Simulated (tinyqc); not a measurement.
Plain band against climbing image: nudged elastic band on a two-dimensional model surface. Computed by tinyqc, a small Python program. Command: `OMP_NUM_THREADS=1 python tinyqc.py 3030846 3030847 out.jsonl neb walk`. One thread of a shared host (Intel(R) Xeon(R) Processor @ 2.30GHz), about 0.2 s of CPU time with the checks.

V(x, y) = -A (cos kx + cos ky) - B cos kx cos ky + (C sin ky + S sin kx)(1 - cos kx), k = 2 pi/a; the atom hops from the minimum at (0, 0) to that at (a, 0).

Inputs (values chosen for the exercise, for a model surface): amplitude A = 0.46 eV; amplitude B = -0.12 eV; skew C = 0.13 eV; asymmetry S = -0.063 eV; period a = 2.8 angstrom; spring constant k_s = 0.88 eV/angstrom^2; step factor eta = 0.12 angstrom^2/eV.

Surface: adatom on a square lattice. Climbing image: on.

Method:
- Newton steps x(new) = x - H^-1 grad V (moves limited to 0.3 angstrom) from (0, 0), (a, 0) and (a/2, 0) give the two minima and the saddle.
- Tangent at image i: towards the higher neighbour if the energies rise or fall through i; at a maximum or minimum, tau = t+ dmax + t- dmin if V(i+1) > V(i-1), else t+ dmin + t- dmax, with t+ = R(i+1) - R(i), t- = R(i) - R(i-1) and dmax, dmin the larger and smaller of |V(i+1) - V(i)| and |V(i-1) - V(i)|; then normalise. Force F = -grad V + (grad V.tau) tau + k_s (|t+| - |t-|) tau.
- With a climbing image, the highest image feels instead F = -grad V + 2 (grad V.tau) tau and no spring.
- Update R(new) = R + eta F; the end points stay fixed.
- Images are counted without the end points, and convergence is judged on the largest force on an image. Each run starts on the straight line with the same k_s and eta, for at most 1500 iterations; errors are against the Newton saddle; a dash marks a run that did not reach 1e-4 eV/angstrom.

positions (angstrom), rows start, end, saddle, columns x, y:
```
[[0.00000, 0.00000],
 [2.80000, 0.00000],
 [1.56206, -0.18456]]
```

energies (eV): start -0.800000, end -0.800000, saddle -0.151719

barrier from the start = 0.648281 eV

Error of the highest image (meV) and iterations:
```
images  plain, error  plain, iterations  climbing, error  climbing, iterations
2            -94.899                 24                0                    43
3            -23.781                 22                0                    41
4            -14.757                 23                0                    63
5            -23.736                 28                0                    66
6             -1.647                 40                0                    80
8             -0.015                 60                0                    79
10            -1.023                 81                0                   148
```

The plain band underestimates the barrier by 0.01 to 94.90 meV, depending on how near an image falls to the saddle (worst for 2 images, best for 8). The climbing image is within about 0.001 meV in every converged run, so few images suffice for the barrier.

Extremes, crossings and ranges named in words are read from the listed rows.
